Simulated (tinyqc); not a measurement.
Sublattice potential against complex hopping: Haldane model. Computed by the program tinyqc. H_AA = delta - 2 t2 sum cos(k.b + phi), H_BB = -delta - 2 t2 sum cos(k.b - phi), H_AB = -t1 (1 + exp(-i k.a1) + exp(-i k.a2)), b = a1, a2 - a1, -a2, m = 3 sqrt3 t2 sin(phi); the sign of the Chern number follows the orientation k1 then k2.

Honeycomb lattice:
```
parameter      value
t1 (eV)     1.120000
t2 (eV)     0.190000
phi (rad)  -1.290000
```

Gaps at the two valleys (eV) and Chern number of the lower band (12 x 12 mesh):
```
delta    gap 2|delta - m|  gap 2|delta + m|  Chern number
-1.7070            1.5168            5.3112             0
-1.2330            0.5688            4.3632             0
-0.5690            0.7592            3.0352             1
0.0000             1.8972            1.8972             1
0.3790             2.6552            1.1392             1
0.7110             3.3192            0.4752             1
1.1860             4.2692            0.4748             0
1.8970             5.6912            1.8968             0
```

What does the comparison show, and why?

Here |m| = 0.9486 eV. For |delta| < |m| the two valleys have masses of opposite sign and the Chern number is +/-1; one gap closes at |delta| = |m|, and beyond it the band is trivial.
